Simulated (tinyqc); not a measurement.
Keating valence-force model of a tetrahedral crystal: one step, computed by the program tinyqc.

Atom A sits at 0 and atom B at a/4 (1,1,1) of an fcc lattice; the four bonds from A are t = a/4 (1,1,1), a/4 (1,-1,-1), a/4 (-1,1,-1), a/4 (-1,-1,1), of length d = sqrt(3) a/4. Energy: E = (3 alpha/(8 d^2)) sum over bonds (r.r - d^2)^2 + (3 beta/(8 d^2)) sum over pairs of bonds at one atom (r_i.r_j + d^2/3)^2, with beta_A for the six pairs at A and beta_B for the six at B. The cell holds two atoms, Omega = a^3/4. 1 N/m = 1 J/m^2.

Question. Elastic constants and internal strain. beta = (beta_A + beta_B)/2; C11 = (alpha + 3 beta)/a, C12 = (alpha - beta)/a, C44 = 4 alpha beta/(a (alpha + beta)); with the two sublattices clamped C44(0) = (alpha + beta)/a; internal-strain parameter zeta = (alpha - beta)/(alpha + beta); B = (C11 + 2 C12)/3.

Inputs (values chosen for the exercise, for a model crystal):

| quantity | value | unit |
|---|---|---|
| lattice constant a | 5.571 | angstrom |
| bond stretching alpha | 29.3 | N/m |
| bond bending beta_A | 6.71 | N/m |
| bond bending beta_B | 5.16 | N/m |

Structure: zinc blende.

Give: C11; C12; C44; clamped C44(0); internal-strain parameter zeta; bulk modulus B.

Answer.

C11 = 84.55 GPa

C12 = 41.94 GPa

C44 = 35.44 GPa

clamped C44(0) = 63.25 GPa

internal-strain parameter zeta = 0.6631

bulk modulus B = 56.14 GPa

Letting the sublattices shift lowers C44 by 44 %, which is zeta^2. A shear is shared between bond lengths and angles. The model fixes 2 C44 (C11 + C12)/((C11 - C12)(C11 + 3 C12)) = 1.000 whatever alpha and beta are.
